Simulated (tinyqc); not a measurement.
# Inputs raised by 5 %, one at a time

Model: interdiffusion in a binary couple: Darken equations, Kirkendall shift and Boltzmann-Matano analysis. Computed by tinyqc, a small Python program. Command: `OMP_NUM_THREADS=1 python tinyqc.py 3002116 3002117 out.jsonl darken sens`. One thread of a shared host (Intel(R) Xeon(R) Processor @ 2.30GHz), about 0.1 s of CPU time with the checks.

x is the mole fraction of B; the molar volume is constant, and the two halves are long enough to count as infinite.

Inputs (values chosen for the exercise, for a model alloy A-B): tracer diffusivity D*_A(0) = 3.2e-14 m^2/s; tracer diffusivity D*_B(0) = 9.3e-14 m^2/s; slope k of ln D* with x = 2.4; regular-solution parameter W = -0.083 eV; temperature T = 1220 K; left composition x_L = 0.18; right composition x_R = 0.58; time t = 17000 s; composition x for the local step = 0.26.

Vacancy-wind correction: none.

Constants: k_B = 8.617333262e-05 eV/K.

Method:
- D*_i(x) = D*_i(0) exp(k x); thermodynamic factor Phi = 1 - 2 W x (1 - x)/(k_B T); intrinsic D_i = D*_i Phi; interdiffusion D~ = x D_A + (1 - x) D_B.
- With lambda = z/sqrt(t), the profile solves d/dlambda (D~ dx/dlambda) + (lambda/2) dx/dlambda = 0 with x = x_L and x_R far to the left and right; z = 0 is the original interface. It is solved as a boundary-value problem in y = lambda/sqrt(D~ at the mean composition) on -12 < y < 12 (collocation, tolerance 1e-8).
- Read from the profile: the position z(x), the area -int_(x_L)^x z dx and the slope.
- Lattice planes move with v = (D_B - D_A) dx/dz; markers from the original interface stay at one composition, where z_K = 2 t v.

Runs; columns: (1) input moved; (2) from; (3) to; (4) marker position z_K (um); (5) interdiffusion coefficient D~ at the local x (m^2/s); (6) slope dx/dz at the local x (1/um); (7) composition at the markers:
```
(1)                                     (2)        (3)    (4)        (5)       (6)     (7)
base run                                  -          -  12.83  1.877e-13  0.001471  0.4146
tracer diffusivity D*_A(0) (m^2/s)  3.2e-14   3.36e-14  12.43  1.887e-13  0.001469  0.4140
tracer diffusivity D*_B(0) (m^2/s)  9.3e-14  9.765e-14  13.54  1.961e-13  0.001438  0.4151
slope k of ln D* with x                 2.4       2.52  13.15  1.937e-13  0.001454  0.4154
regular-solution parameter W (eV)    -0.083   -0.08715  12.91  1.899e-13  0.001463  0.4146
time t (s)                            17000      17850  13.14  1.877e-13  0.001436  0.4146
```

Exponents ln(y'/y) / ln(x'/x); columns: (1) input; (2) marker position z_K; (3) interdiffusion coefficient D~ at the local x; (4) slope dx/dz at the local x; (5) composition at the markers:
```
(1)                              (2)    (3)     (4)     (5)
tracer diffusivity D*_A(0)    -0.645  0.110  -0.038  -0.027
tracer diffusivity D*_B(0)     1.102  0.894  -0.464   0.026
slope k of ln D* with x        0.502  0.639  -0.249   0.040
regular-solution parameter W   0.137  0.237  -0.112   0.003
time t                         0.500  0.000  -0.500   0.000
```

Which inputs matter most for each result?

Among the inputs moved here: marker position z_K answers most in size to tracer diffusivity D*_B(0) (exponent +1.102), next to tracer diffusivity D*_A(0) (-0.645). Its exponent +0.500 in time t: markers move as sqrt(t). Interdiffusion coefficient D~ at the local x answers most in size to tracer diffusivity D*_B(0) (exponent +0.894), next to slope k of ln D* with x (+0.639); its exponent is below 0.0005 for time t. Slope dx/dz at the local x answers most in size to time t (exponent -0.500), next to tracer diffusivity D*_B(0) (-0.464). Its exponent -0.500 in time t: the profile is a function of z/sqrt(t). Composition at the markers answers most in size to slope k of ln D* with x (exponent +0.040), next to tracer diffusivity D*_A(0) (-0.027); its exponent is below 0.0005 for time t. Its exponent 0.000 in time t: the marker composition is fixed.
